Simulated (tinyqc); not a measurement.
# Doping from two capacitances

Question. An abrupt p-n junction obeys 1/C^2 = 2 (Vbi - V)/(q eps0 eps_r Ne), Ne = Na Nd/(Na + Nd), Vbi = Vt ln(Na Nd/ni^2), V the bias of the p side. Na is known to be the larger doping. Find Ne, Vbi, Na and Nd.

Inputs (values chosen for the exercise): temperature T = 400 K; relative permittivity eps_r = 11.2.

Constants: q = 1.602176634e-19 C, kB = 1.380649e-23 J/K, Vt = kB T/q, eps0 = 8.8541878128e-14 F/cm where lengths are in cm. Results are converted to the units shown.

C at V = -0.1 and -8 V (nF/cm^2): 42.137322  18.989737
ni = 91822.013 cm^-3

Answer. The slope of 1/C^2 against -V gives Ne and its intercept Vbi. Then Na Nd = ni^2 exp(Vbi/Vt) and Na + Nd = Na Nd/Ne, so both are roots of one quadratic.

Ne = 4.50e16 cm^-3
Vbi = 1.91 V
Na = 1.80e17 cm^-3
Nd = 6.00e16 cm^-3

Computed by the program tinyqc: `OMP_NUM_THREADS=1 python tinyqc.py 2000034 2000035 out.jsonl`, one thread of a shared Intel Xeon 2.30GHz, about 0.03 s for the whole run.
